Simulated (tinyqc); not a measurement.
Equilibrium and kinetic segregation of a solute to boundaries and growing surfaces: one step, computed by the program tinyqc. Command: `OMP_NUM_THREADS=1 python tinyqc.py 3011487 3011488 out.jsonl segreg walk`. One thread of a shared host (Intel(R) Xeon(R) Processor @ 2.30GHz), about 0.01 s of CPU time with the checks.

Question. Boundary energy. Gibbs adsorption for this isotherm in a dilute matrix: gamma = gamma_0 + Gam_0 [k_B T ln(1 - theta) + z w theta^2/2], Gam_0 = delta/Omega sites per area.

Inputs (values chosen for the exercise, modelled on a solute in a copper line):
```
quantity                             value        unit
interaction z w (positive attracts)   0.24          eV
temperature T                          900           K
boundary thickness delta               0.3          nm
atomic volume Omega                  11.81  angstrom^3
clean boundary energy gamma_0         0.54       J/m^2
```

Isotherm: Fowler-Guggenheim.

coverage theta = 0.2744389

Constants: 1 eV/angstrom^2 = 16.02176634 J/m^2; k_B = 8.617333262e-05 eV/K.

Give: Gam_0; boundary energy gamma.

Answer.

Gam_0 = 25.40 1/nm^2

boundary energy gamma = 0.4755 J/m^2

Segregation lowers gamma by 12 %, and the driving force of grain growth with it.
